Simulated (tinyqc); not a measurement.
Voltage acceleration of oxide breakdown, four models on the same data: two steps of the calculation.

Field E = V/tox in MV/cm. Models: ln(t63/1 s) = a - c X with X = E (E model), -1/E (1/E model), ln V (power law, c the exponent n) or sqrt(E).

Values chosen for this exercise: oxide thickness tox = 2.4 nm; use voltage Vu = 1.5 V; stress temperature Ts = 398 K; use temperature Tu = 328 K; activation energy Ea = 0.56 eV; factor for area and percentile ks = 4.8e-5.

Constants: q = 1.602176634e-19 C, kB = 1.380649e-23 J/K. Results are converted to the units shown.

Question 1. Fitting the models. The three stress times were made with the E model, c = 3.57, and are treated as data. For each model fit ln t63 on X by least squares over the three points.

```
stress  V (V)  t63 (s)
0        2.41  2.864e5
1        2.95       93
2        3.45  0.05475
```

Find: c; a; largest misfit in ln t63 (0: below 0.002).

Answer 1.

```
model        c        a  largest misfit in ln t63 (0: below 0.002)
E       3.5700   48.414                                    0.00000
1/E     508.94  -37.767                                    0.89394
power   42.961   50.554                                    0.45482
sqrt E  24.818   91.315                                    0.22853
```

The worst misfit of any model is 0.89 in ln t63, a factor of 2.44 in time, comparable to the scatter of t63 from small samples, so such data hardly tell the models apart.

Question 2. Projection to use conditions. Project to Vu, multiply by exp[(Ea q/kB)(1/Tu - 1/Ts)] and by ks; ten years are 3.15576e8 s. The largest voltage for ten years solves the same relation for V.

```
model           c           a
E       3.5700282   48.414184
1/E     508.94325  -37.766893
power   42.961412   50.553652
sqrt E  24.818034   91.314787
```

Find: temperature factor; lifetime; largest voltage for ten years.

Answer 2.

temperature factor = 32.610

```
model   lifetime (years)  largest voltage for ten years (V)
E                 10.746                             1.5048
1/E             4.5555e8                             1.9146
power              12177                             1.7698
sqrt E            255.37                             1.6608
```

The lifetimes span 7.63 decades, from the E model (most cautious) to the 1/E model; the allowed voltage spans 1.50 to 1.91 V. 4 of the four models pass ten years at Vu. Lifetimes beyond a thousand years are formal extrapolations.

Range of the model: All four laws are empirical fits; none is established far below the stress range.

Computed by the program tinyqc: `OMP_NUM_THREADS=1 python tinyqc.py 2070104 2070105 out.jsonl`, one thread of a shared Intel Xeon 2.30GHz, about 0.01 s for the whole run.
